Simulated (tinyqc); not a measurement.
Segment and feed resistance from two drops.

Question. A rail is fed at one end through Rq; K loads of Ij follow, each after a segment Rs. The drop at load j is K Ij Rq + Rs Ij sum_(l=1..j) (K - l + 1). Find Rs, Rq and the worst drop, at the middle, if the rail were fed through Rq at both ends: K Ij Rq/2 + Rs Ij K^2/8 with the load taken as continuous.

Parameters, values chosen for the exercise: number of equal loads K = 22; current of each load Ij = 0.29 mA.

drops at the first and at the last load (mV): 6.8904000  64.501800

Answer. The difference of the two drops is Rs Ij K (K - 1)/2, which gives Rs; the first drop then gives Rq.

Rs = 0.8600 ohm
Rq = 0.2200 ohm
drop at the middle with two feeds = 15.79 mV

Program tinyqc, `OMP_NUM_THREADS=1 python tinyqc.py 2770194 2770195 out.jsonl`; Intel Xeon 2.30GHz, shared host, one thread, about 0.1 s.
